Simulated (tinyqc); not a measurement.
# Changing the silicon available t_Si

Model: thermodynamics of metal silicides: hull, first phase, silicon consumed, nucleation and stability against SiO2. Computed by tinyqc, a small Python program. Command: `OMP_NUM_THREADS=1 python tinyqc.py 3017318 3017319 out.jsonl silphase sweep`. One thread of a shared host (Intel(R) Xeon(R) Processor @ 2.30GHz), about 0.01 s of CPU time with the checks.

Entropies of formation of the solids are neglected, so heats stand for free energies. Si fractions: M5Si3 0.3750, MSi 0.5000, MSi2 0.6667.

Inputs (values chosen for the exercise, for a model metal):
```
quantity                    value          unit
heat of formation of M5Si3  -79.3  kJ/mol atoms
heat of formation of MSi    -60.3  kJ/mol atoms
heat of formation of MSi2   -42.8  kJ/mol atoms
molar volume of M           10.64      cm^3/mol
molar volume of Si          12.06      cm^3/mol
metal thickness t              18            nm
```

Phases: M5Si3, MSi, MSi2.

Method. A phase is stable if it lies below every straight line between a phase on its left and one on its right (M and Si at zero). Distance = its heat less the lowest such line, negative for a stable phase. Overall Si fraction x0 = (t_Si/V_Si)/(t_Si/V_Si + t/V_M). In equilibrium the two stable phases that bracket x0 share the atoms by the lever rule.

One run for each value:
```
silicon available t_Si (nm)  overall Si fraction x0  share of atoms in the Si-richer phase
5.4                                         0.20928                                0.55809
14.8                                        0.42043                                0.15575
24.3                                        0.54360                                0.57805
33.8                                        0.62359                                0.85231
43.2                                        0.67922                                0.03766
52.6                                        0.72053                                0.16158
62.1                                        0.75271                                0.25812
71.5                                        0.77800                                0.33400
81.0                                        0.79880                                0.39640
```

Describe and explain the trends.

Over the rows, overall Si fraction x0 rises from 0.209 to 0.799 (exponent d ln y / d ln x 0.69 between the first rows and 0.21 between the last); share of atoms in the Si-richer phase lies between 0.0377 and 0.852 without a single trend. The share restarts from zero each time x0 passes the composition of a stable phase.

Extremes, crossings and ranges named in words are read from the listed rows.
